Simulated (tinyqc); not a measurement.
Scan in temperature at fixed frequency: admittance spectroscopy and thermally stimulated current of one trap level in a depletion layer. Computed by tinyqc, a small Python program. Command: `OMP_NUM_THREADS=1 python tinyqc.py 3113314 3113315 out.jsonl admit walk`. One thread of a shared host (Intel(R) Xeon(R) Processor @ 2.30GHz), about 0.01 s of CPU time with the checks.

A Schottky junction on n-type material holds one donor-like electron trap; shallow donors are fully ionised and abrupt depletion edges are assumed.

Inputs (values chosen for the exercise, modelled on n-type GaN):

| quantity | value | unit |
|---|---|---|
| dielectric constant eps | 9.57 | - |
| density-of-states mass m | 0.207 | m_0 |
| shallow doping N | 2e+15 | 1/cm^3 |
| trap density N_t | 3e+14 | 1/cm^3 |
| trap depth E_t below the band | 0.391 | eV |
| capture cross section sigma | 4.8e-17 | cm^2 |
| band bending V_b | 1 | V |
| test frequency f | 60000 | Hz |

Constants: k_B = 1.380649e-23 J/K; m_0 = 9.1093837015e-31 kg; h = 6.62607015e-34 J s; k_B = 8.617333262e-05 eV/K; eps_0 = 8.8541878128e-12 F/m; e = 1.602176634e-19 C.

Method:
- N_c = 2 (2 pi m k_B T/h^2)^(3/2), v_th = sqrt(3 k_B T/m), emission rate e_n = sigma v_th N_c exp(-E_t/(k_B T)).
- Where the level crosses the Fermi level capture equals emission, so the trap follows the signal with the rate 2 e_n; G/omega peaks at omega = 2 e_n (the correction for large N_t/N is left out).
- Solve 2 e_n(T_p) = 2 pi f.
- With E_c - E_F = k_B T_p ln(N_c/N): lambda = sqrt(2 eps eps_0 (E_t - (E_c - E_F))/(e^2 N)); traps are empty and charged for x < x_t = w - lambda, and V_b = e (N w^2 + N_t x_t^2)/(2 eps eps_0). High frequency: C_hf = eps eps_0/w. Low frequency: C_lf = eps eps_0 (N + N_t)/(N w + N_t x_t).
- With x = omega/(2 e_n): C = C_hf + (C_lf - C_hf)/(1 + x^2), G/omega = (C_lf - C_hf) x/(1 + x^2); C_hf and C_lf are held at their values at T_p.

peak temperature T_p = 436.485 K

C_hf = 12.0345 nF/cm^2

C_lf = 12.5804 nF/cm^2

Admittance:

| T (K) | omega/(2 e_n) | C (nF/cm^2) | G/omega (nF/cm^2) |
|---|---|---|---|
| 384.1 | 5.3305 | 12.053 | 0.09893 |
| 401.6 | 2.9141 | 12.092 | 0.16759 |
| 414.7 | 1.9126 | 12.152 | 0.22414 |
| 427.8 | 1.2856 | 12.240 | 0.26455 |
| 436.5 | 0.9996 | 12.308 | 0.27294 |
| 445.2 | 0.7842 | 12.372 | 0.26508 |
| 458.3 | 0.5530 | 12.453 | 0.23118 |
| 475.8 | 0.3565 | 12.519 | 0.17266 |
| 497.6 | 0.2146 | 12.556 | 0.11201 |

The peak of G/omega is half the step, 0.273 nF/cm^2. Its full width is near 2 ln(2 + sqrt3) k_B T_p^2/(E_t + 2 k_B T_p) = 92.8 K.

Extremes, crossings and ranges named in words are read from the listed rows.
